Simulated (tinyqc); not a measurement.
Self-heating of a transistor with one or more fingers, with temperature-dependent conductivity. From thermal resistance back to finger pitch s. Computed by tinyqc, a small Python program. Command: `OMP_NUM_THREADS=1 python tinyqc.py 3021878 3021879 out.jsonl selfheat inv`. One thread of a shared host (Intel(R) Xeon(R) Processor @ 2.30GHz), about 0.1 s of CPU time with the checks.

N long parallel fingers lie on the top face of a slab whose bottom is held at T_0; the top is otherwise insulated, and heat flows in two dimensions. P in W/mm is 1000 P in W/m.

Inputs (values chosen for the exercise, modelled on indium phosphide):
```
quantity                                      value        unit
conductivity at the base temperature kappa_0   71.5     W/(m K)
power per gate width P                          1.4        W/mm
fingers N                                         2           -
width of the heat source w                     0.28  micrometre
substrate thickness t                            98  micrometre
```

Power: fixed power.

Method. A line source of power P on the top face raises the top at distance x by (P/(pi kappa_0)) g(x), g(x) = -ln tanh(pi x/(4 t)) (the image sum for the slab). On a strip of width w the centre sees the mean of g over the strip, g_0 = 1 + ln(8 t/(pi w)) for w much below t. theta_i = (P/(pi kappa_0)) [g_0 + sum over j != i of g(|i - j| s)], with equal powers and constant conductivity; thermal resistance = largest theta/P.

Task: A run gave the result below. Find the finger pitch s, known to lie between 9.3 and 32 micrometre.

thermal resistance = 43.35448 K mm/W

Result:

Each step takes the trial c = (a f_b - b f_a)/(f_b - f_a), f being the result less the target and a, b, c the logarithms of the listed values; c replaces end b, the old b replaces a if the sign of f changed, and otherwise f_a is halved.

Scan of the range:
```
finger pitch s (micrometre)  thermal resistance (K mm/W)
9.3                                              46.2596
11.4                                             45.3573
14.0                                             44.4490
17.3                                             43.5165
21.2                                             42.6256
26.0                                             41.7383
32.0                                             40.8462
```

False position (Illinois rule, in the logarithm of the input) inside the bracket:
```
step    end a    end b    trial  thermal resistance (K mm/W)
1     17.3000  21.2000  17.9517                      43.3541
2     17.3000  17.9517  17.9484                      43.3549
3     17.9517  17.9484  17.9500                      43.3545
```

Thermal resistance falls at every point of a 13-point scan of the range (every second point is shown), so one value fits; it is bracketed by 17.3 and 21.2. Answer: finger pitch s = 17.95 micrometre.
